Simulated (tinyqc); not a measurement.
Cell-based percolation model of oxide breakdown: two steps of the calculation.

The oxide, of thickness n a, is cut into cubic cells. A cell is defective with the chance l = 1 - exp(-a^3 N), N = N1 (t/1 s)^al. A column of n defective cells breaks the oxide down, and the area holds M = A/a^2 independent columns: 1 - F = (1 - l^n)^M.

Values chosen for this exercise:
```
symbol,value,unit,meaning
a,0.7,nm,edge of a cell
n,3,,cells across the oxide
A,0.12,um^2,area
al,0.9,,exponent of defect growth
N1,2.4e17,cm^-3,defect density after 1 s
```

Task 1. Critical defect density. At F = 1 - 1/e: l_c = (1 - exp(-1/M))^(1/n), N_bd = -ln(1 - l_c)/a^3, t63 = (N_bd/N1)^(1/al). W = ln(-ln(1 - F)); for small l, W = ln M + n ln(a^3 N), so the Weibull slope is n al.

Find: thickness; M; l_c; N_bd; N_bd times thickness; t63; n al.

Result 1.

thickness = 2.1000 nm
M = 2.4490e5
l_c = 0.015983
N_bd = 4.6975e19 cm^-3
N_bd times thickness = 9.8649e12 cm^-2
t63 = 351.79 s
n al = 2.7000

Task 2. The distribution. N, l, F and W = ln(-ln(1 - F)) at each time; the slope is taken between the end points.

t, point 0 to 6 (s): 12  27  64  150  270  350  490

Find: N; l; F; W; slope.

Result 2.

```
point	N (cm^-3)	l	F	W
0	2.2463e18	7.7020e-4	1.1188e-4	-9.0980
1	4.6606e18	0.0015973	9.9753e-4	-6.9097
2	1.0134e19	0.0034699	0.010179	-4.5823
3	2.1812e19	0.0074536	0.096437	-2.2886
4	3.7020e19	0.012618	0.38857	-0.7094
5	4.6760e19	0.015911	0.62708	-0.0137
6	6.3298e19	0.021477	0.91162	0.8863
```

slope = 2.6915

The slope is 0.31 % below n al, since l grows a little more slowly than N.

Computed by the program tinyqc: `OMP_NUM_THREADS=1 python tinyqc.py 2070170 2070171 out.jsonl`, one thread of a shared Intel Xeon 2.30GHz, about 0.01 s for the whole run.
